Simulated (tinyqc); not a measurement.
Raman shift of the zone-centre optical phonon of a diamond-structure crystal under stress. From one set of inputs to another, one input at a time. Computed by tinyqc, a small Python program. Command: `OMP_NUM_THREADS=1 python tinyqc.py 3027944 3027945 out.jsonl ramanstress ladder`. One thread of a shared host (Intel(R) Xeon(R) Processor @ 2.30GHz), about 0.01 s of CPU time with the checks.

Axes x, y, z are the cube axes. Strain shifts the threefold optical mode and can split it; p, q and r are the phonon deformation potentials.

The inputs printed are set A. Set A is modelled on germanium; the values taken over come from a set modelled on silicon. Inputs not listed in the table keep their values of set A, so the rows need not describe a real material.

Inputs (values chosen for the exercise, modelled on germanium): unstrained frequency omega_0 = 301.2 1/cm; p/omega_0^2 = -1.45; q/omega_0^2 = -2; r/omega_0^2 = -1.07; C11 = 128.9 GPa; C12 = 48.99 GPa; C44 = 67.66 GPa; stress sigma (tension positive) = -0.51 GPa; polarisation angle phi = 10 degree; temperature coefficient d omega/dT = -0.014 1/(cm K); local temperature T = 360 K; laser wavelength = 632.8 nm.

Stress state: uniaxial. Axis: [210].

Constants: h = 6.62607015e-34 J s; c = 299792458 m/s; k_B = 1.380649e-23 J/K.

Method:
- S11 = (C11 + C12)/D, S12 = -C12/D, D = (C11 - C12)(C11 + 2 C12), S44 = 1/C44.
- Uniaxial stress along the unit vector n of the axis: sigma_ij = sigma n_i n_j.
- eps_xx = S11 sigma_xx + S12 (sigma_yy + sigma_zz), and cyclic; eps_xy = S44 sigma_xy/2 (tensor strain).
- Secular matrix: M_xx = p eps_xx + q (eps_yy + eps_zz), M_xy = 2 r eps_xy; its eigenvalues are omega^2 - omega_0^2, and the shifts are these over 2 omega_0.
- Backscattering from a (001) surface: incident polarisation (cos phi, sin phi, 0). With Raman tensors (R_z)_xy = (R_z)_yx = 1 and cyclic, only the z component u_z of a mode counts: I = u_z^2 sin^2(2 phi) for parallel and u_z^2 cos^2(2 phi) for crossed polarisers. An unresolved line sits at the intensity-weighted shift, which is M_zz/(2 omega_0).
- A temperature above 300 K shifts the line by (d omega/dT)(T - 300 K); divided by the shift per stress it poses as a stress; the total shift adds it to the shift of the observed line. The anti-Stokes to Stokes ratio is [(omega_L + omega_0)/(omega_L - omega_0)]^3 exp(-h c omega_0/(k_B T)) in photon counts, omega_L = 1/wavelength, resonance effects left out.

Each row keeps all changes above it:
```
input moved                             from      to  shift per stress (1/(cm GPa))  anti-Stokes/Stokes ratio  total shift (1/cm)
set A                                      -       -                         -1.551                    0.3364              -0.049
q/omega_0^2                               -2   -2.26                         -1.830                    0.3364               0.093
r/omega_0^2                            -1.07  -0.733                         -1.830                    0.3364               0.093
unstrained frequency omega_0 (1/cm)    301.2   520.5                         -3.162                    0.1522               0.773
C11 (GPa)                              128.9   167.8                         -2.540                    0.1522               0.455
stress sigma (tension positive) (GPa)  -0.51   -0.11                         -2.540                    0.1522              -0.561
local temperature T (K)                  360     450                         -2.540                    0.2307              -1.821
p/omega_0^2                            -1.45   -1.84                         -2.383                    0.2307              -1.838
```

Shift per stress goes from -1.55 to -2.38, -0.831 in all. The largest single move comes from unstrained frequency omega_0 (-1.33), and C11 works against it (+0.622). anti-Stokes/Stokes ratio goes from 0.336 to 0.231, a factor 0.686 in all. The largest single move comes from unstrained frequency omega_0 (a factor 0.452), and local temperature T works against it (a factor 1.52). Total shift goes from -0.0488 to -1.84, -1.79 in all. The largest single move comes from local temperature T (-1.26), and unstrained frequency omega_0 works against it (+0.679). The single moves hold for this order of the switches; the total does not depend on the order.

Extremes, crossings and ranges named in words are read from the listed rows.
